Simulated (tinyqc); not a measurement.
Single-domain magnet: Stoner-Wohlfarth switching, Neel-Arrhenius retention, LLG dynamics and spin torque: one step, computed by the program tinyqc. Command: `OMP_NUM_THREADS=1 python tinyqc.py 3026677 3026678 out.jsonl macro walk`. One thread of a shared host (Intel(R) Xeon(R) Processor @ 2.30GHz), about 0.03 s of CPU time with the checks.

The moment is uniform, with unit vector m; z is the easy axis. mu_0 = 1.25663706212e-6 T m/A, gamma = 1.76085963023e11 rad/(s T).

Task: Barrier in a tilted field. Energy over K_eff V: e(theta) = sin^2(theta) + 2 h cos(theta - psi) for m at the angle theta from +z and a field that points at psi from -z (it pulls m away from +z towards negative theta); h_sw = (cos^(2/3) psi + sin^(2/3) psi)^(-3/2). The metastable minimum and the saddle are the two roots of e'(theta) = sin(2 theta) - 2 h sin(theta - psi) on either side of theta_c = -arctan(tan^(1/3) psi).

Inputs (values chosen for the exercise, for a model magnet): temperature T = 398 K; field angle psi from the easy axis = 65 degrees; reversing field h = H/H_K = 0.32.

Shape: thin disc, easy axis normal to it.

stability factor Delta = 85.13870

Give: switching field h_sw; minimum theta; saddle theta; barrier / (K_eff V); barrier / (k_B T).

Result:

switching field h_sw = 0.54450

minimum theta = -19.798 degrees

saddle theta = -78.932 degrees

barrier / (K_eff V) = 0.27307

barrier / (k_B T) = 23.249

The form (1 - h/h_sw)^n reproduces this barrier with n = 1.465; n is 2 for a field on the axis, and the approach to h_sw has the exponent 3/2 off the axis. Caution: a flat cylinder has a smaller N_z than the spheroid of the same t/d, so K_eff of a real disc is larger.
